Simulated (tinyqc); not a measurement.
Deep level with several charge states, and Shockley-Read-Hall recombination: one step. Recombination through one level. Five cases, with inputs chosen for the exercise.

Task: Evaluate each quantity.

One level at Et with degeneracy 1: tn = 1/(sn vth Nt), tp = 1/(sp_ vth Nt), n1 = Nc exp((Et - Eg)/kT), p1 = Nv exp(-Et/kT), ni^2 = n1 p1. Equilibrium p0 = Nm, n0 = ni^2/Nm; n = n0 + dn, p = p0 + dn. U = (n p - ni^2)/(tp (n + n1) + tn (p + p1)), lifetime dn/U; emission rates en = sn vth n1, ep = sp_ vth p1.

Constants: kB = 8.617333262e-05 eV/K.

Case 1.

Values chosen (gap and densities of states near those of GaAs at this temperature; not measured data): Eg = 1.351 eV (gap); Nc = 7.64e+17 1/cm^3 (conduction-band density of states); Nv = 1.77e+19 1/cm^3 (valence-band density of states); T = 450 K; Et = 0.288 eV (recombination level above Ev); Nt = 1.1e+14 1/cm^3 (defects); sn = 4.5e-14 cm^2 (electron capture cross-section); sp_ = 1.3e-14 cm^2 (hole capture cross-section); vth = 17000000 cm/s (thermal velocity, both carriers); Nm = 9e+15 1/cm^3 (equilibrium holes for the lifetime steps); dn = 7.3e+13 1/cm^3 (excess pairs).

Case 2.

Values chosen (gap and densities of states near those of GaN at this temperature; not measured data): Eg = 3.435 eV (gap); Nc = 2.28e+18 1/cm^3 (conduction-band density of states); Nv = 4.52e+19 1/cm^3 (valence-band density of states); T = 300 K; Et = 2.708 eV (recombination level above Ev); Nt = 1.9e+14 1/cm^3 (defects); sn = 9.2e-16 cm^2 (electron capture cross-section); sp_ = 7.8e-16 cm^2 (hole capture cross-section); vth = 16000000 cm/s (thermal velocity, both carriers); Nm = 1.9e+15 1/cm^3 (equilibrium holes for the lifetime steps); dn = 6.2e+14 1/cm^3 (excess pairs).

Case 3.

Values chosen (gap and densities of states near those of Si at this temperature; not measured data): Eg = 1.128 eV (gap); Nc = 2.71e+19 1/cm^3 (conduction-band density of states); Nv = 1.15e+19 1/cm^3 (valence-band density of states); T = 300 K; Et = 0.92 eV (recombination level above Ev); Nt = 2.3e+16 1/cm^3 (defects); sn = 1.7e-14 cm^2 (electron capture cross-section); sp_ = 4.8e-16 cm^2 (hole capture cross-section); vth = 24000000 cm/s (thermal velocity, both carriers); Nm = 2.3e+17 1/cm^3 (equilibrium holes for the lifetime steps); dn = 1.8e+16 1/cm^3 (excess pairs).

Case 4.

Values chosen (gap and densities of states near those of Si at this temperature; not measured data): Eg = 1.085 eV (gap); Nc = 4.36e+19 1/cm^3 (conduction-band density of states); Nv = 1.71e+19 1/cm^3 (valence-band density of states); T = 400 K; Et = 0.49 eV (recombination level above Ev); Nt = 2.3e+15 1/cm^3 (defects); sn = 8.1e-16 cm^2 (electron capture cross-section); sp_ = 2.2e-15 cm^2 (hole capture cross-section); vth = 21000000 cm/s (thermal velocity, both carriers); Nm = 3.5e+16 1/cm^3 (equilibrium holes for the lifetime steps); dn = 5.4e+16 1/cm^3 (excess pairs).

Case 5.

Values chosen (gap and densities of states near those of Si at this temperature; not measured data): Eg = 1.095 eV (gap); Nc = 4.08e+19 1/cm^3 (conduction-band density of states); Nv = 1.78e+19 1/cm^3 (valence-band density of states); T = 400 K; Et = 0.407 eV (recombination level above Ev); Nt = 2.5e+14 1/cm^3 (defects); sn = 2.8e-16 cm^2 (electron capture cross-section); sp_ = 3.5e-15 cm^2 (hole capture cross-section); vth = 15000000 cm/s (thermal velocity, both carriers); Nm = 4.3e+15 1/cm^3 (equilibrium holes for the lifetime steps); dn = 9.9e+16 1/cm^3 (excess pairs).

Give: tn, tp; n1, p1; U; lifetime.

Result:

Case 1.

tn, tp (microsecond): 0.01188  0.04114

n1, p1 (1/cm^3): 9.51e+05  1.05e+16

U = 2.81e+21 1/(cm^3 s)
lifetime = 0.0260 microsecond

The lifetime is 2.189 times the minority capture time tn and 0.491 times tn + tp, the limit of high injection.

Case 2.

tn, tp (microsecond): 0.3576  0.4217

n1, p1 (1/cm^3): 1.40e+06  1.45e-26

U = 1.34e+21 1/(cm^3 s)
lifetime = 0.461 microsecond

The lifetime is 1.290 times the minority capture time tn and 0.592 times tn + tp, the limit of high injection.

Case 3.

tn, tp (microsecond): 0.0001066  0.003774

n1, p1 (1/cm^3): 8.68e+15  4.03e+03

U = 3.51e+25 1/(cm^3 s)
lifetime = 0.000513 microsecond

The lifetime is 4.811 times the minority capture time tn and 0.132 times tn + tp, the limit of high injection.

Case 4.

tn, tp (microsecond): 0.02556  0.009411

n1, p1 (1/cm^3): 1.39e+12  1.15e+13

U = 1.73e+24 1/(cm^3 s)
lifetime = 0.0313 microsecond

The lifetime is 1.224 times the minority capture time tn and 0.894 times tn + tp, the limit of high injection.

Case 5.

tn, tp (microsecond): 0.9524  0.07619

n1, p1 (1/cm^3): 8.75e+10  1.33e+14

U = 9.64e+22 1/(cm^3 s)
lifetime = 1.03 microsecond

The lifetime is 1.078 times the minority capture time tn and 0.998 times tn + tp, the limit of high injection.

Computed by tinyqc, one run a case: `OMP_NUM_THREADS=1 python tinyqc.py N N+1 out.jsonl` with N = 1650158, 1650562, 1651081, 1651115, 1651240; one thread of a shared Intel(R) Xeon(R) Processor @ 2.30GHz, about 0.01 s a run at most.
